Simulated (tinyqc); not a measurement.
# A finite superlattice with mass mismatch, transfer matrices, step by step

Computed by the program tinyqc: `OMP_NUM_THREADS=1 python tinyqc.py 2560131 2560132 out.jsonl`, one thread of a shared Intel Xeon 2.30GHz, about 0.01 s for the whole run. Printed values are rounded.

One electron of energy E comes from the left lead (band edge 0); no transverse momentum. Parabolic bands, masses in units of m0, C = hbar^2/(2 m0); psi and psi'/m are continuous at every interface. N periods of a barrier d1 followed by a well Lw; the right lead equals the left one.

Inputs (values chosen for the exercise); masses and offsets close to those of InGaAs wells and InAlAs barriers:
```
symbol  value  unit                       meaning
mL      0.041    m0         mass in the left lead
U1       0.53    eV                barrier height
m1      0.074    m0                  barrier mass
d1        1.6    nm                 barrier width
Lw        5.4    nm  well width (edge 0, mass mL)
N           4                   number of periods
E       0.847    eV               electron energy
```

Constants: q = 1.602176634e-19 C, hbar = 1.054571817e-34 J s, m0 = 9.1093837015e-31 kg, hbar^2/(2 m0) = 0.0380998212 eV nm^2. Results are converted to the units shown.

Range of the model: Masses are held fixed, although real bands cease to be parabolic a few tenths of an eV from their edges (inside a barrier too).

## Wave numbers

k = sqrt(m (E - U)/C) where E > U, K = sqrt(m (U - E)/C) where E < U; v = k/m in the leads.

Layers:
```
   U (eV)  m (m0)  d (nm)  k or K (1/nm)  which
1    0.53   0.074     1.6       0.784665      k
2       0   0.041     5.4       0.954712      k
```

vL = 23.2856 1/nm
vR = 23.2856 1/nm

## Matrices of the layers

For the pair (psi, psi'/m) a flat layer has M = [[cos kd, (m/k) sin kd], [-(k/m) sin kd, cos kd]] with k = sqrt(m (E - U)/C) above its edge U, and M = [[cosh Kd, (m/K) sinh Kd], [(K/m) sinh Kd, cosh Kd]] with K = sqrt(m (U - E)/C) below it. M12 is in nm, M21 in 1/nm.

M of layer 1:
```
          1          2
1  0.310133  0.0896578
2  -10.0807   0.310133
```

M of layer 2:
```
          1           2
1  0.428700  -0.0387984
2   21.0373    0.428700
```

## Product of the matrices

The matrix of the later layer stands to the left: M = M_n ... M_2 M_1; det M = 1.

M of one period:
```
          1          2
1  0.524071  0.0264036
2   2.20276    2.01912
```

## N periods by the Chebyshev identity

x = (M11 + M22)/2 of one period. For |x| < 1 the energy lies in a miniband and cos(th) = x; for |x| > 1 it lies in a gap and cosh(g) = |x|. M^N = U_(N-1)(x) M - U_(N-2)(x) 1, with U_n = sin((n + 1) th)/sin th in a band and sign(x)^n sinh((n + 1) g)/sinh g in a gap.

x = 1.27159
g = 0.721276
U_(N-1) = 11.3625
U_(N-2) = 5.46780

M^N:
```
          1         2
1  0.486937  0.300010
2   25.0288   17.4743
```

The energy lies in a gap: for large N each further period divides T(E) by exp(2 g) = 4.23.

## Transmission and reflection

The matrix M carries (psi, psi'/m) across the stack, and v = k/m in each lead. psi = 1 + r at the left edge (incident amplitude 1) and t at the right edge. With det M = 1, a = i vR M11 - M21 and b = -vL vR M12 - i vL M22: t = 2 i vL/(a - b), r = -(a + b)/(a - b), T(E) = (vR/vL) |t|^2, R(E) = |r|^2.

t = 0.100469+0.033064i
r = 0.986618-0.124091i
T(E) = 0.0111873
R(E) = 0.988813

T(E) + R(E) = 1: the current is conserved.
